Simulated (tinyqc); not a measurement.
Starting guesses with DIIS over 6 matrices: SCF starting guesses in the sto-3g basis, for H6, spin multiplicity 1. Computed by the program tinyqc with PySCF. RHF with one setting changed at a time; a run stops when the energy changes by less than 1e-09 hartree and the error matrix is below 1e-5. Starts: the lowest orbitals of the core Hamiltonian, of the Wolfsberg-Helmholz matrix (K = 1.75), projected atomic densities, random orbitals, and the highest orbitals of the core Hamiltonian (a deliberately bad start).

Geometry (angstrom):
```
atom       x       y       z
H     0.0000  0.0000  0.0000
H     0.0000  0.0000  1.0880
H     0.0000  0.0000  2.5120
H     0.0000  0.0000  3.6000
H     0.0000  0.0000  5.0240
H     0.0000  0.0000  6.1120
```

lowest restricted solution found by these runs and by PySCF = -3.108615 hartree

Largest element of the error matrix X^T (FDS - SDF) X:
```
iteration     core  Wolfsberg-Helmholz  atomic densities   random  highest core orbitals
1          4.0e-01             1.5e-01           1.6e-02  3.7e-01                7.2e-02
2          3.5e-02             2.0e-02           3.9e-02  3.0e-01                3.5e-01
3          1.2e-02             6.2e-03           4.5e-02  1.2e-01                3.4e-01
4          3.5e-04             8.5e-05           1.2e-02  1.6e-02                3.4e-01
5          3.1e-05             6.5e-06           4.5e-03  1.9e-03                2.2e-01
6          1.0e-06             1.7e-07           2.8e-04  3.0e-04                8.9e-02
8                -                   -           1.1e-08  1.5e-06                5.4e-02
10               -                   -                 -        -                7.1e-03
```

How each run ends:
```
run                    iterations  E (hartree)         state
core                            7     -3.10862  lowest found
Wolfsberg-Helmholz              6     -3.10862  lowest found
atomic densities                8     -3.10862  lowest found
random                          9     -3.10862  lowest found
highest core orbitals          13     -3.10862  lowest found
```

What does the comparison show, and why?

5 of 5 runs reach the lowest restricted solution found, in 6 to 13 iterations (fastest: Wolfsberg-Helmholz). The first errors are 4e-01, 1e-01, 2e-02, 4e-01, 7e-02.
